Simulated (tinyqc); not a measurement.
Solid against vapour: precursor delivery by bubblers, mass-transport growth and the solid composition of a III-V alloy. Computed by tinyqc, a small Python program. Command: `OMP_NUM_THREADS=1 python tinyqc.py 3022853 3022854 out.jsonl movpe_thermo walk`. One thread of a shared host (Intel(R) Xeon(R) Processor @ 2.30GHz), about 0.02 s of CPU time with the checks.

1 sccm = 44.615 micromol/min; 1 torr = 133.322 Pa. The sources decompose fully at the surface.

Inputs (values chosen for the exercise, modelled on trimethylgallium (source 1) and trimethylindium (source 2) for the vapour pressures): growth temperature T = 830 K; interaction L0 of the solid = 7.27 kJ/mol; exchange energy dG_x of AC + (1/2) D2 -> AD + (1/2) C2 = 0.21 kJ/mol.

Alloy: mixing on the group-V sites.

Constants: R = 8.314462618 J/(mol K).

Method. At high V/III the group-V pressures at the surface equal those supplied, as dimers: p_D2/p_C2 = x_v/(1 - x_v). Equilibrium of the solid AC(1-x)D(x), A standing for the mix of both group-III metals: ln[x/(1 - x)] + L0 (1 - 2x)/(R T) = -dG_x/(R T) + (1/2) ln[x_v/(1 - x_v)].

Composition:
```
x_v         x  x for L0 = 0   x/x_v
0.02  0.05107       0.12171  2.5533
0.05  0.08493       0.18203  1.6986
0.10  0.12887       0.24434  1.2887
0.25  0.24758       0.35899  0.9903
0.50  0.48394       0.49239  0.9679
0.75  0.73297       0.62688  0.9773
0.90  0.86182       0.74425  0.9576
0.95  0.90920       0.80873  0.9571
0.98  0.94554       0.87163  0.9648
```

dG_x = 0.21 kJ/mol favours AC: at x_v = 1/2 the ideal solid has x = 0.492. The positive L0 pushes x away from 1/2, to 0.484, and steepens the curve near x = 1/2; at L0 = 2 R T = 13.8 kJ/mol the slope would diverge.
